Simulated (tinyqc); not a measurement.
Comparisons within one model: dielectric confinement in a thin film (image charges). A value that a table varies takes the place of the one given here.

A film |z| < t/2 of dielectric constant eps between half-spaces of dielectric constant e2; lam = (eps - e2)/(eps + e2), q = e^2/(4 pi eps0). The self-energy of a band edge is taken with the high-frequency value, e2 = eh, and the field of a fixed ion with the static one, e2 = eo. A charge at z has images lam^|n| at n t + (-1)^n z. Its self-energy is S(z) = (q/2 eps) sum over n >= 1 of lam^n [1/(n t - 2z) + 1/(n t + 2z)] for odd n and 2 lam^n/(n t) for even n; at the centre S(0) = -(q/(eps t)) ln(1 - lam).

Donor at the centre, lam from the static eo, trial function cos(pi z/t) exp(-rho/l): E(l) = c/(m l^2) - (q/eps) times the integral over k of F(k t) (1 + (k l/2)^2)^(-3/2), with F(x) = F0 + 2 lam exp(-x) G/(1 - lam exp(-x)), F0 = 2[(1 - exp(-x/2))/x + x (1 + exp(-x/2))/(x^2 + 4 pi^2)], G = 2 sinh(x/2)[1/x - x/(x^2 + 4 pi^2)]; c = hbar^2/2m0. The binding energy is -E at the minimum, counted from the subband edge with its self-energy.

Constants: e^2/(4 pi eps0) = 14.39964547 eV angstrom; hbar^2/2m0 = 3.80998211 eV angstrom^2; Ry = 13.60569312 eV.

Parameters, chosen for this exercise (near those of a Si (100) film, two-fold valleys, between layers of HfO2; shifted at random, so the results belong to these values and not to a real crystal):
```
symbol  value                          unit      meaning
eps     11.5                                     dielectric constant of the film
eh      4                                        high-frequency dielectric constant outside
eo      22.5                                     static dielectric constant outside
m       0.191                          m0        mass in the plane
mz      0.95                           m0        mass across the film
ts      (10, 15, 22, 32, 48, 70, 100)  angstrom  thicknesses
t       80                             angstrom  film thickness
```

## Thinning the film

<S> is the mean over (2/t) cos^2(pi z/t); confinement c (pi/t)^2/mz; donor binding with and without images.

Results:
```
t (angstrom)  <S> (meV)  confinement (meV)  binding, no images (meV)  binding (meV)  l (angstrom)
10                 96.1              395.8                      61.2           27.3          25.5
15                 64.1              175.9                      56.2           28.4          25.6
22                 43.7               81.8                      50.9           28.8          26.4
32                 30.0               38.7                      45.3           28.3          27.8
48                 20.0               17.2                      39.2           26.7          30.3
70                 13.7                8.1                      33.6           24.5          33.5
100                 9.6                4.0                      28.5           21.9          37.4
```

Between 100 and 10 angstrom the binding goes from 21.9 to 27.3 meV; quantum confinement alone would take it from 28.5 to 61.2, so the images supply -6.6 and -33.8 meV. |<S>| goes as 1/t and exceeds the confinement energy beyond 41 angstrom. For t well above a* = 32 angstrom the separable trial function underbinds, which affects the last rows. Hard-wall energies above 300 meV (up to t = 10 angstrom) overstate the confinement: walls are finite and valleys non-parabolic.

## Choice of the surrounding dielectric

The same film between different dielectrics; in this table one value e2 serves for both eo and eh.

Results:
```
case         lam  <S> (meV)  binding (meV)  l (angstrom)
e2 = 1     0.840       31.6           87.0          31.4
e2 = 2.5   0.643       18.3           62.4          32.0
e2 = 3.9   0.494       12.3           51.8          32.4
e2 = 7.5   0.211        4.4           38.6          33.2
e2 = 16   -0.164       -2.9           27.3          34.4
e2 = 25   -0.370       -6.2           22.6          35.0
e2 = 80   -0.749      -11.3           15.7          36.3
```

The binding spans a factor 5.5, from 87 meV in vacuum to 15.7 meV for e2 = 80; going from 3.9 to 25 changes it by -29.2 meV and the band edge by -18.5 meV, so the binding responds 1.58 times as much as the edge (for an orbit much smaller than t the binding would change by twice the change of S(0), -31.1 meV; here l/t = 0.41 for e2 = 3.9).

## What each parameter does

<S> is the mean over (2/t) cos^2(pi z/t). Each row changes one parameter from the base and keeps the others.

Results:
```
case             lam from eh  <S> (meV)  binding (meV)  l (angstrom)
base                   0.484       12.0           23.6          34.9
t = 74 angstrom        0.484       13.0           24.1          34.1
eps = 10.3             0.441       11.8           27.2          32.4
eo = 31.5              0.484       12.0           20.7          35.3
eh = 5.2               0.377        8.7           23.6          34.9
m = 0.229 m0           0.484       12.0           26.7          30.8
```

The largest shifts from the base row, up to three for each result and ties (the steps differ in size, so this ranks the rows, not the parameters). lam from eh: eh -0.107, eps -0.043; unchanged at the printed digits by t, eo and m. <S> (meV): eh -3.3, t +1.0, eps -0.2; unchanged at the printed digits by eo and m. binding (meV): eps +3.7, m +3.1, eo -2.9; unchanged at the printed digits by eh. l (angstrom): m -4.1, eps -2.4, t -0.8; unchanged at the printed digits by eh.

Program tinyqc; command `OMP_NUM_THREADS=1 python tinyqc.py 1281043 1281044 out.jsonl`; about 0.07 s on one thread of a shared Intel(R) Xeon(R) Processor @ 2.30GHz.
